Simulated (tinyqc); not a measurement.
Worked calculation: tight binding, dimerised chain. One step of it, computed by the program tinyqc.

Question. Open chain of 4 cells. The same hoppings without the wrap-around bond.

H of the open chain (eV), lower triangle:
```
,1,2,3,4,5,6,7,8
1,0.000000
2,-0.510000,0.000000
3,0.000000,-1.370000,0.000000
4,0.000000,0.000000,-0.510000,0.000000
5,0.000000,0.000000,0.000000,-1.370000,0.000000
6,0.000000,0.000000,0.000000,0.000000,-0.510000,0.000000
7,0.000000,0.000000,0.000000,0.000000,0.000000,-1.370000,0.000000
8,0.000000,0.000000,0.000000,0.000000,0.000000,0.000000,-0.510000,0.000000
```

Give: levels; weights of the highest filled level on the sites.

Answer.

levels (eV): -1.781  -1.502  -1.114  -0.023  0.023  1.114  1.502  1.781

weights of the highest filled level on the sites: 0.432  0.001  0.060  0.008  0.008  0.060  0.001  0.432

The bulk gap runs from -0.8600 to 0.8600 eV; 2 level(s) of this chain lie inside it: end states, which need the weaker bond inside the cell and a chain longer than their decay length.
